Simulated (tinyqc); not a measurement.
Schottky emission and Poole-Frenkel conduction in an insulator, and how to tell them apart: one step of the calculation.

Schottky emission (electrode-limited): J = As T^2 exp[-(pb - b sqrt(F))/Vt], b = sqrt(q/(4 pi eps0 ei)). Poole-Frenkel emission (bulk-limited): J = s0 F exp[-(pt - 2 b sqrt(F))/Vt]. F in V/cm.

Question. Which mechanism made these data. The data come from another sample of the same dielectric, in which one mechanism alone limits the current. Fit straight lines by least squares: ln J on sqrt(F) (Schottky plot, slope b/Vt) and ln(J/F) on sqrt(F) (Poole-Frenkel plot, slope 2 b/Vt), F in V/cm, and read a permittivity from each slope. The right mechanism gives a value near ei, and in any case between ei and es.

Parameters, values chosen for the exercise; dielectric values close to those of silicon nitride:

| symbol | value | unit | meaning |
|---|---|---|---|
| T | 300 | K | temperature |
| ei | 4.34 |  | high-frequency relative permittivity |
| es | 7.48 |  | static relative permittivity |

Constants: q = 1.602176634e-19 C, kB = 1.380649e-23 J/K, Vt = kB T/q, eps0 = 8.8541878128e-14 F/cm where lengths are in cm. Results are converted to the units shown.

| point | F (MV/cm) | J (A/cm^2) |
|---|---|---|
| 0 | 1.12 | 4.125e-5 |
| 1 | 1.8 | 0.0003037 |
| 2 | 2.48 | 0.00157 |
| 3 | 3.15 | 0.006427 |
| 4 | 3.83 | 0.0232 |
| 5 | 4.5 | 0.07384 |

Wanted: slope of the Schottky plot; permittivity read as Schottky; slope of the Poole-Frenkel plot; permittivity read as Poole-Frenkel.

Answer.

slope of the Schottky plot = 0.007046 (cm/V)^0.5
permittivity read as Schottky = 4.340
slope of the Poole-Frenkel plot = 0.005748 (cm/V)^0.5
permittivity read as Poole-Frenkel = 26.09

Both plots are nearly straight, so straightness decides nothing. Read as Schottky the data give 4.34, which matches ei = 4.34; read as Poole-Frenkel they give 26.1, above even the static value 7.48. The data were made by Schottky emission.

Numbers from tinyqc (`OMP_NUM_THREADS=1 python tinyqc.py 2370116 2370117 out.jsonl`; about 0.01 s on one thread of a shared Intel Xeon 2.30GHz).
